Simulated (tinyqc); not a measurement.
Hubbard chain of 5 sites, step by step. Computed by tinyqc, a small Python program that keeps every step. Settings: hopping = 1.9, U = 10.4, mixing = 0.2, iteration cap = 77. Command: `OMP_NUM_THREADS=1 python tinyqc.py 26835 26836 out.jsonl` (the two numbers bound the seeds that draw the settings). One thread of a shared host (Intel(R) Xeon(R) Processor @ 2.60GHz), about 0.3 s of CPU time with the checks. Later iterations appear only in the table of the cycle.

## Mean-field iteration 1

one-body matrix (hopping and site energies) (eV):
```
         1        2        3        4        5
1   0.6500  -1.9000   0.0000   0.0000   0.0000
2  -1.9000  -0.8400  -1.9000   0.0000   0.0000
3   0.0000  -1.9000  -0.2900  -1.9000   0.0000
4   0.0000   0.0000  -1.9000   0.0400  -1.9000
5   0.0000   0.0000   0.0000  -1.9000   0.6000
```

U = 10.4000 eV

electrons, up and down: 4  2

mixing = 0.2000

n(up) at the start (a guess, not normalised): 1 1.0000, 2 0.3500, 3 1.0000, 4 0.3500, 5 1.0000

n(down) at the start (a guess): 1 0.0000, 2 0.8500, 3 0.0000, 4 0.8500, 5 0.0000

H(up) = T + U n(down), H(down) = T + U n(up); fill the lowest levels; n(new) = n + mixing (n(out) - n); E = tr T (rho up + rho down) + U sum n_up n_down of the output.

levels, up (eV): -1.2280  0.1862  0.4260  8.6943  9.7614

levels, down (eV): 1.7971  2.9565  10.5778  11.4653  11.8433

energy = 6.8714 eV

n(up) after iteration 1: 1 0.9991, 2 0.4595, 3 0.9894, 4 0.3189, 5 0.9931

n(down) after iteration 1: 1 0.0081, 2 0.8633, 3 0.0190, 4 0.8599, 5 0.0097

## Mean-field iteration 2

As before.

levels, up (eV): -1.0496  0.2811  0.5332  8.8263  9.8730

levels, down (eV): 2.2224  3.2561  10.5027  11.4367  11.8460

energy = 6.7424 eV

n(up) after iteration 2: 1 0.9983, 2 0.5457, 3 0.9806, 4 0.2957, 5 0.9876

n(down) after iteration 2: 1 0.0166, 2 0.8694, 3 0.0360, 4 0.8689, 5 0.0170

## Mean-field iteration 3

As before.

levels, up (eV): -0.8938  0.3628  0.6306  8.8961  9.9676

levels, down (eV): 2.1227  3.9145  10.4446  11.3965  11.8849

energy = 6.6333 eV

n(up) after iteration 3: 1 0.9978, 2 0.6154, 3 0.9735, 4 0.2764, 5 0.9832

n(down) after iteration 3: 1 0.0254, 2 0.8693, 3 0.0520, 4 0.8770, 5 0.0227

## Convergence

Each step fills the lowest levels of T + U n(other spin) and sets n(new) = n + mixing (n(out) - n); stop when output and input agree to 1e-8.

Course of the cycle:

| iteration | E (eV) | largest \|n(out) - n(in)\| | mean \|n_up - n_down\| |
|---|---|---|---|
| 1 | 6.871394 | 5.47e-01 | 0.6896 |
| 2 | 6.742354 | 4.31e-01 | 0.6821 |
| 3 | 6.633323 | 3.49e-01 | 0.6839 |
| 4 | 6.536247 | 2.90e-01 | 0.6899 |
| 5 | 6.448028 | 2.47e-01 | 0.6971 |
| 6 | 6.368906 | 2.11e-01 | 0.7043 |
| 7 | 6.300212 | 1.82e-01 | 0.7108 |
| 8 | 6.242839 | 1.55e-01 | 0.7162 |
| 9 | 6.196673 | 1.32e-01 | 0.7205 |
| 10 | 6.160699 | 1.12e-01 | 0.7240 |
| 11 | 6.133374 | 9.40e-02 | 0.7266 |
| ... | ... | ... | ... |
| 67 | 6.057878 | 1.13e-04 | 0.7330 |
| 68 | 6.057878 | 1.01e-04 | 0.7330 |
| 69 | 6.057878 | 8.92e-05 | 0.7330 |
| 70 | 6.057878 | 7.92e-05 | 0.7330 |
| 71 | 6.057878 | 7.03e-05 | 0.7330 |
| 72 | 6.057878 | 6.24e-05 | 0.7330 |
| 73 | 6.057878 | 5.55e-05 | 0.7330 |
| 74 | 6.057878 | 4.92e-05 | 0.7330 |
| 75 | 6.057878 | 4.37e-05 | 0.7330 |
| 76 | 6.057878 | 3.88e-05 | 0.7330 |
| 77 | 6.057878 | 3.45e-05 | 0.7330 |

Not converged within 77 iterations: the residual falls steadily but slowly, by a factor of about 0.89 a step. The lowest mean-field energy found from random starts is 6.05788 eV. Reruns (cap 100 unless said): mixing 0.5: converged in 54 (E = 6.05788); mixing 0.9: converged in 26 (E = 6.05788); the original settings with a cap of 400: converged in 147 (E = 6.05788).

## Exact diagonalisation (50 states)

Lowest levels of the sector, and the double occupancy of the lowest state.

lowest levels (eV): 5.1970  5.9243  6.6583  7.0037  7.3024  7.8502

double occupancy per site = 0.2267

## The lowest level by Lanczos steps

From a random start vector (not printed): a_j = <q_j|H|q_j>, b_j = norm of the remainder after orthogonalising; the Ritz value is the lowest eigenvalue of the tridiagonal matrix of a and b so far.

Lanczos:

| j | a_j (eV) | b_j (eV) | lowest Ritz value (eV) |
|---|---|---|---|
| 1 | 15.4571 | 6.7600 | 15.457057 |
| 2 | 14.0053 | 5.3054 | 7.932325 |
| 3 | 17.1945 | 6.2905 | 6.373387 |
| 4 | 16.3558 | 5.9552 | 5.702028 |
| 5 | 18.6198 | 5.7122 | 5.419331 |
| 6 | 16.1120 | 4.7449 | 5.301170 |
| 7 | 17.2242 | 6.1058 | 5.264644 |
| 8 | 15.8685 | 6.2927 | 5.242448 |
| 9 | 18.0143 | 5.0756 | 5.223385 |
| 10 | 14.5551 | 5.1273 | 5.210967 |
